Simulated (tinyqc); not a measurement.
Conduction-band offset of an n-N heterojunction from carrier-profile moments: two steps of the calculation.

Layer 1 (x < 0) accumulates electrons and layer 2 (x > 0) is depleted. Boltzmann statistics. The bands bend down by V1 in layer 1 and up by V2 in layer 2, with V1 + V2 = VD = dE + Vt ln[(N2/Nc2)/(N1/Nc1)].

Inputs (values chosen for the exercise); values of the order of III-V alloys:
```
symbol,value,unit,meaning
T,350,K,temperature
eps_r,13.2,,relative permittivity of both layers
Nc1,3.2e17,cm^-3,density of states of the narrow-gap layer 1
Nc2,5.5e17,cm^-3,density of states of the wide-gap layer 2
dE,0.22,eV,conduction-band offset
N1,3.2e15,cm^-3,donor density in layer 1
N2,1.5e16,cm^-3,donor density in layer 2
si,0,cm^-2,fixed charge at the interface
```

Constants: q = 1.602176634e-19 C, kB = 1.380649e-23 J/K, Vt = kB T/q, eps0 = 8.8541878128e-14 F/cm where lengths are in cm. Results are converted to the units shown.

Task 1. Division of the diffusion potential. Sheet densities from the first integral: Q1 = sqrt((2 eps0 eps_r Vt N1/q)(exp(u1) - u1 - 1)) extra electrons, Q2 = sqrt((2 eps0 eps_r Vt N2/q)(exp(-u2) + u2 - 1)) missing ones, u = V/Vt; neutrality Q1 = Q2 + si. Q1 - Q2 rises steadily with V1, so V1 follows by bisection.

Wanted: VD; V1; V2; Q1; n at x = 0-; n at x = 0+.

Result 1.

VD = 0.2503 V
V1 = 0.09532 V
V2 = 0.1549 V
Q1 = 1.654e11 cm^-2
n at x = 0- = 7.546e16 cm^-3
n at x = 0+ = 8.812e13 cm^-3

n drops across the interface by 856 = (Nc1/Nc2) exp(dE/Vt).

Task 2. Offset from the moments. A C-V profile smears n(x) but keeps its zeroth and first moments: si = -int (N - n) dx, VD = (q/(eps0 eps_r)) int (N - n) x dx, dE = VD - Vt ln[(N2/Nc2)/(N1/Nc1)]. Use the trapezoidal rule on each side.

```
left point  -x (nm)  n in layer 1 (cm^-3)
0                 0            7.54586e16
1              1.92            6.56962e16
2              11.6            3.74331e16
3              33.4            1.68515e16
4              70.5            8.22032e15
5               126            4.99193e15
6               202            3.79246e15
7               302            3.36356e15
8               427            3.23529e15
9               580            3.20554e15
```

```
right point  x (nm)  n in layer 2 (cm^-3)
0                 0            8.81172e13
1              21.7            3.84072e14
2              53.5            1.89967e15
3              90.7            5.85002e15
4               132            1.05365e16
5               176            1.33509e16
6               223            1.44898e16
7               273            1.48594e16
8               325            1.49637e16
9               378            1.49909e16
```

Wanted: si; VD; dE.

Result 2.

si = 1.355e10 cm^-2
VD = 0.2492 V
dE = 0.2190 eV

On these few points dE comes out -1.0 meV from the true 0.22 eV, and si misses by 1.4e10 cm^-2, 8.2 % of Q1.

tinyqc, about 0.07 s, one thread, Intel Xeon 2.30GHz (shared host): `OMP_NUM_THREADS=1 python tinyqc.py 2410048 2410049 out.jsonl`
